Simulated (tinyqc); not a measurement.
Admittance spectroscopy and thermally stimulated current of one trap level in a depletion layer: one step, computed by the program tinyqc. Command: `OMP_NUM_THREADS=1 python tinyqc.py 3112904 3112905 out.jsonl admit walk`. One thread of a shared host (Intel(R) Xeon(R) Processor @ 2.30GHz), about 0.01 s of CPU time with the checks.

A Schottky junction on n-type material holds one donor-like electron trap; shallow donors are fully ionised and abrupt depletion edges are assumed.

Question. Temperature of the peak. N_c = 2 (2 pi m k_B T/h^2)^(3/2), v_th = sqrt(3 k_B T/m), emission rate e_n = sigma v_th N_c exp(-E_t/(k_B T)). Where the level crosses the Fermi level capture equals emission, so the trap follows the signal with the rate 2 e_n; G/omega peaks at omega = 2 e_n (the correction for large N_t/N is left out). Solve 2 e_n(T_p) = 2 pi f.

Inputs (values chosen for the exercise, modelled on n-type 4H-SiC): density-of-states mass m = 0.753 m_0; shallow doping N = 2e+16 1/cm^3; trap depth E_t below the band = 0.17 eV; capture cross section sigma = 4.7e-17 cm^2; test frequency f = 900000 Hz.

Constants: k_B = 1.380649e-23 J/K; m_0 = 9.1093837015e-31 kg; h = 6.62607015e-34 J s; k_B = 8.617333262e-05 eV/K.

Give: peak temperature T_p; N_c at T_p; e_n at T_p; E_c - E_F = k_B T_p ln(N_c/N).

Answer.

peak temperature T_p = 251.2 K

N_c at T_p = 1.257e+19 1/cm^3

e_n at T_p = 2.827e+06 1/s

E_c - E_F = k_B T_p ln(N_c/N) = 0.1395 eV
